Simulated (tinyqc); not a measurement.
# Worked calculation: square on-chip spiral inductor, lumped pi model

Numbers from tinyqc (`OMP_NUM_THREADS=1 python tinyqc.py 2302018 2302019 out.jsonl`; about 0.01 s on one thread of a shared Intel Xeon 2.30GHz). Printed values are rounded.

Outer diameter do = di + 2 n wd + 2 (n - 1) sp, mean da = (do + di)/2, fill p = (do - di)/(do + di), length l = 4 n da. L = 2.34 mu0 n^2 da/(1 + 2.75 p), mu0 = 4 pi 1e-7 H/m. Rs = rho l/(wd delta (1 - exp(-th/delta))), delta = sqrt(rho/(pi f mu0)). Cs = n wd^2 eps0 eo/hu across the coil. At each end Cox = l wd eps0 eo/(2 ho) leads to the substrate branch Rsi = 2 rs he/(l wd) in parallel with Csi = l wd eps0 11.7/(2 he). With one end grounded Y = 1/(Rs + i w L) + i w Cs + 1/[1/(i w Cox) + 1/(1/Rsi + i w Csi)], w = 2 pi f; Q = -Im Y/Re Y. Eddy currents in neighbouring turns and in the substrate are left out.

Inputs (values chosen for the exercise); values of the order met in silicon radio-frequency processes: number of turns n = 3.5; line width wd = 4 um; space between turns sp = 1.5 um; inner diameter di = 60 um; metal thickness th = 0.9 um; metal resistivity rho = 1.9 uohm cm; oxide below the coil ho = 9.7 um; oxide between coil and underpass hu = 0.8 um; relative permittivity of the oxide eo = 3; substrate resistivity rs = 100 ohm cm; effective spreading depth in the substrate he = 30 um; frequency f = 1.3 GHz.

Constants: eps0 = 8.8541878128e-12 F/m. Results are converted to the units shown.

## Geometry and model elements

do, l, L, delta, Rs, Cs, Cox, Rsi and Csi as defined.

do = 95.5 um
l = 1088.50 um
L = 1.72051 nH
delta = 1.92409 um
Rs = 7.19282 ohm
Cs = 1.85938 fF
Cox = 5.96152 fF
Rsi = 13780.4 ohm
Csi = 7.51747 fF

Rs is 1.25 times the direct-current value in this empirical form, which overstates the skin effect of a flat slab when delta is near th and so stands in for some current crowding.

## Admittance, quality factor and apparent inductance

Series branch 1/(Rs + i w L), substrate branch, total Y, Q = -Im Y/Re Y, apparent inductance Im(1/Y)/w, metal-only value w L/Rs, share of the loss in the substrate Re(substrate branch)/Re Y.

series branch = 28.8597-56.3863i mS
substrate branch = 0.0098960+0.0336803i mS
Y = 28.8696-56.3374i mS
Q = 1.95145
apparent inductance = 1.72114 nH
w L/Rs = 1.95381
share of the loss in the substrate = 0.0342782 %

Q is 99.9 % of the metal-only value.
